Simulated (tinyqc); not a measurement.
Inside a calculation. Model: pillar capacitor in an array: capacitance, non-linearity, leakage and relaxation.

Numbers from tinyqc (`OMP_NUM_THREADS=1 python tinyqc.py 2102111 2102112 out.jsonl`; about 0.01 s on one thread of a shared Intel Xeon 2.30GHz). Printed values are rounded.

A film between two metal electrodes, each interface adding a series capacitance ci. The small-signal permittivity is ek (1 + aq E^2); the field is found with the linear permittivity. Leakage J = J0 sinh(E/Ef). After a voltage step the film passes a relaxation current kr C V tt^(-nr), tt being the time in seconds. The sidewall is a coaxial capacitor with radii a = dm/2 and b = dm/2 + t, depth AR dm; the end face is left out.

Inputs (values chosen for the exercise); permittivity of the order of that of titanium dioxide:
```
symbol    value       unit                                                             meaning
ek         72.7                                              relative permittivity of the film
t           9.4         nm                                                      film thickness
ci         1000    uF/cm^2  capacitance of each electrode interface (dead layer and screening)
aq        0.028  cm^2/MV^2                     quadratic field coefficient of the permittivity
V           1.1          V                                                                bias
J0      3.3e-10     A/cm^2                                                   leakage prefactor
Ef         0.32      MV/cm                             field for an e-fold rise of the leakage
dm          110         nm                                              diameter of the pillar
AR           20                                              aspect ratio, depth over diameter
pt          220         nm                                           pitch of the square array
rho        1900    uohm cm                                  resistivity of the inner electrode
```

Constants: eps0 = 8.8541878128e-14 F/cm where lengths are in cm. Results are converted to the units shown.

## Planar capacitance, field and non-linearity

Planar film: Cf = eps0 ek/t, 1/C = 1/Cf + 2/ci, EOT = 3.9 eps0/C, effective permittivity C t/eps0, E = (V/t) C/Cf; quadratic coefficient [C(V)/C - 1]/V^2 with Cf (1 + aq E^2) in C(V).

Cf = 6.84787 uF/cm^2
C = 6.75535 uF/cm^2
EOT = 0.511170 nm
effective permittivity = 71.7178
E = 1.15440 MV/cm
quadratic coefficient = 30406.1 ppm/V^2
J = 6.07974e-9 A/cm^2

The interfaces take 1.35 % of the voltage.

## Cell capacitance, fields and time constant

Per length 1/c = ln(b/a)/(2 pi eps0 ek) + (1/a + 1/b)/(2 pi ci); cell capacitance c AR dm; per footprint over pt^2; fields c V/(2 pi eps0 ek r) at r = a and b; resistance of the inner electrode rho AR dm/(pi a^2); time constant R C/3 of the distributed line.

a = 55 nm
b = 64.4 nm
cell capacitance = 55.6289 fF
capacitance per footprint = 114.936 uF/cm^2
field at a = 1.25039 MV/cm
field at b = 1.06788 MV/cm
R = 4.39846 kohm
R C/3 = 81.5606 ps

The array gives 17.0 times the planar capacitance per footprint; curvature makes the field at the inner electrode 1.08 times the planar value.
